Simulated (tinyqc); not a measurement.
Strain-driven crossing of the Gamma and L valleys in a germanium-like crystal: one step. Electrons in the Gamma valley. Two cases, with inputs chosen for the exercise.

Task: Non-degenerate, parabolic: share = mG^(3/2)/(mG^(3/2) + (mL^(3/2)/4) sum_i exp(-(E_Li - E_Gamma)/kT)). Also the offset at which four equal L valleys hold half of the electrons, kT ln((mL/mG)^(3/2)), and the wavelength hc/E of the direct gap.

Constants: kB = 8.617333262e-05 eV/K; hc = 1239.841984 eV nm.

Case 1.

Values chosen (out of a larger set: near those of Ge, gaps at low temperature; not measured data): mG = 0.0405 m0 (mass at Gamma); mL = 0.58 m0 (density-of-states mass of the four L valleys together); T = 300 K (temperature).

Gamma edge = 0.792490 eV

L edges (eV): [111] 0.718959, [1-1-1] 0.718959, [-11-1] 0.718959, [-1-11] 0.718959

direct and indirect gap (eV): 0.682110  0.608580

Case 2.

Values chosen (out of a larger set: near those of Ge, gaps at low temperature; not measured data): mG = 0.042 m0 (mass at Gamma); mL = 0.556 m0 (density-of-states mass of the four L valleys together); T = 200 K (temperature).

Gamma edge = 0.736297 eV

L edges (eV): [111] 0.727661, [1-1-1] 0.727661, [-11-1] 0.727661, [-1-11] 0.727661

direct and indirect gap (eV): 0.630547  0.621911

Give: (mL/mG)^(3/2); share in Gamma; offset for an even split; wavelength.

Result:

Case 1.

(mL/mG)^(3/2) = 54.20
share in Gamma = 0.107 %
offset for an even split = 103.2 meV
wavelength = 1818 nm

With the L valleys as they lie here, Gamma must be 103 meV below the lowest of them to hold half of the electrons at 300 K; it lies 74 meV above. A direct gap alone is not enough.

Case 2.

(mL/mG)^(3/2) = 48.17
share in Gamma = 1.24 %
offset for an even split = 66.8 meV
wavelength = 1966 nm

With the L valleys as they lie here, Gamma must be 67 meV below the lowest of them to hold half of the electrons at 200 K; it lies 9 meV above. A direct gap alone is not enough.

Computed by tinyqc, one run a case: `OMP_NUM_THREADS=1 python tinyqc.py N N+1 out.jsonl` with N = 1051291, 1051335; one thread of a shared Intel(R) Xeon(R) Processor @ 2.30GHz, about 0.01 s a run at most.
